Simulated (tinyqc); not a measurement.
Straight dislocations in isotropic elasticity: fields, energies, partials, Peierls stress and walls: one step, computed by the program tinyqc.

The line runs along z, the glide plane is y = 0, and beta is the angle between b and the line (0 screw, 90 degrees edge): b_e = b sin(beta) along +x with the extra half plane at y > 0, b_s = b cos(beta). Stress is positive in tension.

Task: Strength from dislocations. Frank-Read source, averaged over the loop: tau = G b/(2 pi l) [(1 - nu/2)/(1 - nu)] ln(l/r0). Taylor hardening: tau = 0.3 G b sqrt(rho).

Inputs (values chosen for the exercise, modelled on GaAs):
```
quantity                   value      unit
shear modulus G             47.7       GPa
Poisson ratio nu           0.222         -
Burgers vector b               4  angstrom
dislocation density rho  1.3e+14     1/m^2
core radius r0/b             0.5         -
source length l              760        nm
```

Give: Frank-Read stress; Taylor stress.

Result:

Frank-Read stress = 37.63 MPa

Taylor stress = 65.26 MPa

Caution: the source is longer than the mean dislocation spacing 1/sqrt(rho), so the forest would pin it into shorter segments and its stress is only formal. Caution: in covalent crystals the flow stress is largely set by thermally activated glide over the Peierls barrier, which the source and Taylor stresses leave out.
